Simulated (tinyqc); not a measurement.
# Changing the temperature T

Model: grain-boundary diffusion: Harrison regimes, Fisher and Le Claire analysis, Hart average. Computed by tinyqc, a small Python program. Command: `OMP_NUM_THREADS=1 python tinyqc.py 3010291 3010292 out.jsonl gbdiff sweep`. One thread of a shared host (Intel(R) Xeon(R) Processor @ 2.30GHz), about 0.01 s of CPU time with the checks.

A boundary is a slab of width delta with diffusivity D_b, normal to a surface held at constant concentration; it leaks into grains of diffusivity D.

Inputs (values chosen for the exercise, for a model polycrystal):
```
quantity                          value   unit
lattice prefactor D0            5.8e-06  m^2/s
lattice activation energy E        2.98     eV
boundary prefactor D0b          1.2e-05  m^2/s
boundary activation energy E_b      1.5     eV
boundary width delta               0.83     nm
segregation factor s                  1      -
grain size d                      0.062     um
time t                           140000      s
```

Constants: k_B = 8.617333262e-05 eV/K.

Method:
- D = D0 exp(-E/(k_B T)), D_b = D0b exp(-E_b/(k_B T)).
- Triple product P = s delta D_b.
- l = sqrt(D t); P = s delta D_b; alpha = s delta/(2 l); beta = P/(2 D l). Regime A if l > 3 d, C if alpha > 1, B if alpha < 0.1, l < d/4 and beta > 10, otherwise a transition.
- Hart average for parallel slabs: f = delta/d, D_eff = (s f D_b + (1 - f) D)/(1 - f + s f); share of the boundaries = s f D_b/(s f D_b + (1 - f) D); depth sqrt(D_eff t).
- Fisher: the mean concentration falls as exp(-y/y_F), y_F = sqrt(P) (pi t/(4 D))^(1/4), with the boundary equation P d2c/dy2 = 2 c sqrt(D/(pi t)). Le Claire (from the Whipple solution): ln c falls as -(y/y_L)^(6/5) with P = 1.322 sqrt(D/t) y_L^2.

One run for each value:
```
temperature T (K)  Le Claire depth y_L (um)  lattice diffusion length l (um)        beta  share of the boundaries
780                                  31.760                       2.1257e-04  1.4755e+10                  1.00000
902                                  32.081                       4.2623e-03  3.7447e+07                  1.00000
1020                                 32.321                       3.9152e-02  4.5048e+05                  1.00000
1150                                 32.529                       2.6606e-01  9.8809e+03                  0.99999
1270                                 32.685                       1.1015e+00  5.8205e+02                  0.99995
1390                                 32.814                       3.5680e+00  5.5908e+01                  0.99985
1510                                 32.923                       9.5885e+00  7.7929e+00                  0.99959
1630                                 33.016                       2.2277e+01  1.4519e+00                  0.99906
1760                                 33.103                       4.8769e+01  3.0454e-01                  0.99794
```

Describe and explain the trends.

Over the rows, Le Claire depth y_L (um) rises from 31.8 to 33.1 (exponent d ln y / d ln x 0.069 between the first rows and 0.034 between the last); lattice diffusion length l (um) rises from 2.13e-4 to 48.8 (exponent d ln y / d ln x 21 between the first rows and 10 between the last); beta falls from 1.48e10 to 0.305 (exponent d ln y / d ln x -41 between the first rows and -20 between the last). y_L follows an apparent activation energy E_b/2 - E/4 = 0.005 eV and l one of E/2 = 1.490 eV, so the boundary tail stands out less as T rises: y_L/l goes from 149000 to 0.679.

Caution (rows 780, 902, 1020): outside regime A (which needs sqrt(D t) above about 3 d) the Hart average and its depth are formal: they describe a profile only in regime A or at steady state. Caution (rows 780, 1020, 1150, 1270, 1390, 1510, 1630, 1760): the Fisher and Le Claire forms need regime B with beta above 10.
